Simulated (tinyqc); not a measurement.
# Changing the wavelength

Model: surface photovoltage measurement of the minority-carrier diffusion length in a wafer. Computed by tinyqc, a small Python program. Command: `OMP_NUM_THREADS=1 python tinyqc.py 3130126 3130127 out.jsonl spv sweep`. One thread of a shared host (Intel(R) Xeon(R) Processor @ 2.30GHz), about 0.01 s of CPU time with the checks.

Low injection, steady light, a depletion layer much thinner than 1/alpha and L. The excess density dn is taken at the front edge of the neutral region; light that reaches the back is lost.

Inputs (values chosen for the exercise, modelled on p-type silicon at room temperature):
```
quantity                                             value        unit
diffusion length L                                     750  micrometre
wafer thickness W                                      525  micrometre
diffusivity D                                         30.9      cm^2/s
front recombination velocity S_f                      2800        cm/s
back recombination velocity S_b                        180        cm/s
photon flux entering                               1.5e+13  1/(cm^2 s)
minority density at the surface barrier scale n_0  1.4e+10      1/cm^3
temperature T                                          298           K
```

Constants: k_B = 8.617333262e-05 eV/K.

Method:
- alpha = (84.732/lambda - 76.417)^2 per cm with lambda in micrometre (an empirical fit for silicon between 0.7 and 1.05 micrometre).
- Thick wafer: dn = Phi L/((S_f + D/L)(L + 1/alpha)). Finite wafer, with s = S_b L/D, w = W/L, a = alpha L: dn = [Phi a/(a^2 - 1)] [a - B - exp(-alpha W)(a - s)/(cosh w + s sinh w)]/(S_f + B D/L), B = (sinh w + s cosh w)/(cosh w + s sinh w).
- Photovoltage V = (k_B T/e) ln(1 + dn/n_0). Lifetime = L^2/D.

One run for each value:
```
wavelength (nm)  dn, finite wafer (1/cm^3)  penetration depth 1/alpha (micrometre)  dn, thick wafer (1/cm^3)
780                              4.728e+09                                     9.6                 4.611e+09
811                              4.713e+09                                    12.7                 4.592e+09
842                              4.691e+09                                    17.1                 4.566e+09
874                              4.658e+09                                    23.7                 4.527e+09
905                              4.610e+09                                    33.8                 4.469e+09
936                              4.535e+09                                    50.2                 4.377e+09
968                              4.400e+09                                    80.9                 4.215e+09
999                              4.113e+09                                   141.7                 3.928e+09
1030                             3.335e+09                                   292.5                 3.360e+09
```

What does the table show?

Over the rows, dn, finite wafer (1/cm^3) falls from 4.73e9 to 3.34e9 (exponent d ln y / d ln x -0.084 between the first rows and -6.9 between the last); penetration depth 1/alpha (micrometre) rises from 9.64 to 292 (exponent d ln y / d ln x 7.1 between the first rows and 24 between the last); dn, thick wafer (1/cm^3) falls from 4.61e9 to 3.36e9 (exponent d ln y / d ln x -0.10 between the first rows and -5.1 between the last).
